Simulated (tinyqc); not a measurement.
# Q-state Potts model on a small periodic square lattice: enumeration, Metropolis, heat-bath and Wolff steps, step by step

A worked calculation. Computed by tinyqc, a small Python program that keeps every step. Command: `OMP_NUM_THREADS=1 python tinyqc.py 3110489 3110490 out.jsonl potts walk`. One thread of a shared host (Intel(R) Xeon(R) Processor @ 2.30GHz), about 0.04 s of CPU time with the checks. Intermediate numbers are printed to about 6 digits and carried at full precision; extremes and crossings named in words are read from the listed rows.

E = -J x (number of nearest-neighbour bonds with equal states); n x n sites with periodic edges have 2 n^2 bonds. Order parameter m = (q f - 1)/(q - 1), f being the largest share of one state. Sites are numbered row by row from 0. Here q = 3 and n = 3.

Inputs (values chosen for the exercise, for a model of domains or grain orientations): number of states q = 3; edge n = 3; coupling J = 48 meV; temperature T = 664 K; seed = 568407.

Update: Metropolis.

Constants: k_B = 8.617333262e-05 eV/K.

## Scales

K = J/(k_B T); the infinite square lattice orders at K_c = ln(1 + sqrt(q)); Wolff bond probability p = 1 - exp(-K).

K = 0.838881

K_c = 1.00505

T_c of the infinite lattice = 554.217 K

p = 0.567806

## Density of states

All q^(n^2) states are counted by their number b of equal bonds; weights g(b) exp(K b), K = J/(k_B T). Per site: u = -J <b>/n^2, c/k_B = K^2 (<b^2> - <b>^2)/n^2.

States by number of equal bonds:
```
b   g(b)  probability
0     12  3.85681e-07
2    540  9.29144e-05
3    936  3.72637e-04
4   3240  2.98454e-03
5   3996  8.51684e-03
6   3348  1.65105e-02
7   3240  3.69693e-02
8   2592  6.84309e-02
9    660  4.03164e-02
10   810  1.14484e-01
11   108  3.53187e-02
12   144  1.08959e-01
14    54  2.18745e-01
18     3  3.48298e-01
```

The most probable level has b = 18 of 18 bonds.

## Exact averages

ln Z = ln sum g(b) exp(K b); entropy per site s/k_B = (ln Z - K <b>)/n^2.

<b> = 13.4966

energy u = -71.9820 meV/site

heat capacity c = 1.19564 k_B/site

entropy s = 0.659011 k_B/site

## Order parameter

The same sums with m: <m> and the Binder ratio U = 1 - <m^4>/(3 <m^2>^2).

<m> = 0.734190

Binder ratio U = 0.558780

## Eight single-site steps

start states:
```
[[0, 2, 0],
 [1, 2, 1],
 [0, 0, 1]]
```

random numbers, one row a step:
```
[[0.3981, 0.7818, 0.8558],
 [0.6893, 0.8488, 0.4172],
 [0.9830, 0.7473, 0.4388],
 [0.9803, 0.8295, 0.6613],
 [0.1914, 0.8945, 0.4294],
 [0.0342, 0.4601, 0.2369],
 [0.9104, 0.2208, 0.5370],
 [0.5885, 0.9087, 0.7525]]
```

Site = floor(r1 n^2). Trial state = (old + 1 + floor(r2 (q - 1))) mod q; it is accepted if r3 < min(1, exp(K db)), db the change in equal bonds.

Steps:
```
site  old  trial  db  acceptance  new
3       1      0   1     1.00000    0
6       0      2  -3     0.08073    0
8       1      0   2     1.00000    0
8       0      2  -3     0.08073    0
1       2      1  -1     0.43219    1
0       0      1  -2     0.18679    0
8       0      1  -2     0.18679    0
5       1      0   3     1.00000    0
```

states afterwards:
```
[[0, 1, 0],
 [0, 2, 0],
 [0, 0, 0]]
```

## A longer run and its error bar

After 400 updates are discarded, b is recorded for 4000 sweeps of n^2 steps of the update named (random numbers not printed, so these rows are one sample). Records are averaged in blocks; the error is the scatter of block means over sqrt(number of blocks), and the last column its square over that for single records.

Blocking:
```
block length    mean b     error  variance ratio
1             13.36825  0.062355         1.00000
4             13.36825  0.106682         2.92713
16            13.36825  0.145908         5.47542
40            13.36825  0.146971         5.55546
100           13.36825  0.172057         7.61386
```

The run gives 13.368 +/- 0.147 (blocks of 40) against the exact 13.497, a difference of 0.9 error bars. Single records understate the error by a factor of about 2.4, because successive records are correlated.

## Across the transition

m and U = 1 - <m^4>/(3 <m^2>^2) from the same sums; K = K_c T_c/T.

Exact values for this lattice:
```
T/T_c  share of equal bonds  c (k_B/site)       <m>         U
0.50               0.998601       0.04719  0.998909  0.666444
0.70               0.982993       0.32242  0.985444  0.663094
0.85               0.943806       0.75234  0.947663  0.651693
0.95               0.898668       1.05149  0.900833  0.635291
1.00               0.871061       1.16200  0.871111  0.623767
1.10               0.810163       1.25683  0.803462  0.594241
1.25               0.719837       1.12255  0.699092  0.538551
1.50               0.606977       0.69923  0.563549  0.444315
2.00               0.497909       0.26539  0.429633  0.331377
3.00               0.425694       0.07972  0.343875  0.269760
```

c is largest, 1.26 k_B, at T/T_c = 1.1: on so small a lattice the transition is a broad bump. At T_c the infinite lattice has a share (1 + 1/sqrt(q))/2 = 0.789 of equal bonds, against 0.871 here. <m> stays at 0.34 at 3 T_c, since the largest share among 9 sites always exceeds 1/q on average.

Checks made by the program: number of states (relative difference below 1e-10).
